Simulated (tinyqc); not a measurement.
Full spectrum, Debye and Einstein heat capacities: Born-von Karman spring model of a cubic crystal with one atom per cell. Computed by tinyqc, a small Python program. Command: `OMP_NUM_THREADS=1 python tinyqc.py 3026743 3026744 out.jsonl springs walk`. One thread of a shared host (Intel(R) Xeon(R) Processor @ 2.30GHz), about 0.1 s of CPU time with the checks.

First neighbours lie at a/2 (1,1,0) (12 of them), second at a (1,0,0) (6), with all permutations and signs; the volume per atom is Omega = a^3/4. Two shells of springs match a real metal only roughly, above all at the zone boundary.

Inputs (values chosen for the exercise, modelled on aluminium):

| quantity | value | unit |
|---|---|---|
| lattice constant a | 4.05 | angstrom |
| atomic mass M | 26.98 | u |
| radial spring k1L | 1.32 | eV/angstrom^2 |
| transverse spring k1T | -0.082 | eV/angstrom^2 |
| radial spring k2L | 0.15 | eV/angstrom^2 |
| transverse spring k2T | -0.01 | eV/angstrom^2 |

Lattice: fcc.

Constants: 1 eV/angstrom^3 = 160.2176634 GPa; u = 1.6605390666e-27 kg; hbar = 1.054571817e-34 J s; k_B = 1.380649e-23 J/K; nu for 1 eV/(angstrom^2 u) = 15.6333042 THz; h x 1 THz = 4.135667696 meV; k_B = 8.617333262e-05 eV/K.

Method:
- [ij,kl] = (1/(2 Omega)) sum_R K_ij R_k R_l; C11 = [xx,xx], C44 = [xx,yy], C12 = 2 [xy,xy] - C44; B = (C11 + 2 C12)/3; Zener ratio A = 2 C44/(C11 - C12). K(R) = kL n n^T + kT (1 - n n^T).
- rho = M/Omega and v = sqrt(C/rho), with C = C11, C44, C44 along [100]; (C11 + C12 + 2 C44)/2, C44, (C11 - C12)/2 along [110]; (C11 + 2 C12 + 4 C44)/3 and twice (C11 - C12 + C44)/3 along [111].
- Christoffel matrix G_xx = C11 n_x^2 + C44 (1 - n_x^2), G_xy = (C12 + C44) n_x n_y, with eigenvalues rho v^2; v_m^-3 is the mean of v^-3 over three branches and all directions (12 Gauss-Legendre points in cos(theta) times 24 angles phi = (j + 1/2) pi/12); q_D = (6 pi^2/Omega)^(1/3); Theta = hbar v_m q_D/k_B.
- A neighbour at R with unit vector n couples by the matrix K(R) = kL n n^T + kT (1 - n n^T), and D(q) = (1/M) sum_R K(R) [1 - cos(q.R)].
- An eigenvalue lambda of D in eV/(angstrom^2 u) gives nu = 15.6333042 THz x sqrt(lambda).
- Mesh: q = sum_i (m_i + 1/2)/n b_i, m_i = 0..n-1, with b = [[-1, 1, 1], [1, -1, 1], [1, 1, -1]] in 2 pi/a; sums are averages over the n^3 points (here n = 14), per atom.
- With x = h nu/(k_B T) and n = 1/(exp(x) - 1) for each mode: F = k_B T [x/2 + ln(1 - exp(-x))], U = k_B T x (n + 1/2), S/k_B = x n - ln(1 - exp(-x)), C/k_B = x^2 n (n + 1).
- Debye: C = 9 k_B (T/Theta)^3 int_0^(Theta/T) x^4 e^x/(e^x - 1)^2 dx with the elastic Theta. Einstein: three modes at the root-mean-square frequency. The last column is the Theta that makes the Debye formula give the full C at that T.

elastic Debye temperature = 462.952 K

root-mean-square frequency = 6.6515 THz

Heat capacity (k_B/atom):

| T (K) | full spectrum | Debye | Einstein | Theta from C (K) |
|---|---|---|---|---|
| 56 | 0.5500 | 0.3811 | 0.3282 | 398.89 |
| 83 | 1.1631 | 0.9161 | 0.9899 | 401.94 |
| 120 | 1.7988 | 1.5736 | 1.7164 | 405.96 |
| 160 | 2.2119 | 2.0416 | 2.1755 | 408.30 |
| 230 | 2.5723 | 2.4704 | 2.5615 | 410.14 |
| 350 | 2.8027 | 2.7531 | 2.8004 | 411.23 |
| 460 | 2.8833 | 2.8534 | 2.8825 | 411.59 |
| 690 | 2.9472 | 2.9335 | 2.9471 | 411.88 |

What does the comparison show, and why?

The apparent Theta runs from 399 to 412 K against the elastic 463 K; at high T it tends to sqrt(5/3) h nu_rms/k_B = 412 K. At the lowest T the Debye value is 0.69 and the Einstein value 0.60 times the full one; dispersion bends the branches below the sound lines, so the real spectrum has more low modes than Debye assumes. At the highest T Debye misses by 0.46 % and Einstein by 0.0056 %.

Extremes, crossings and ranges named in words are read from the listed rows.
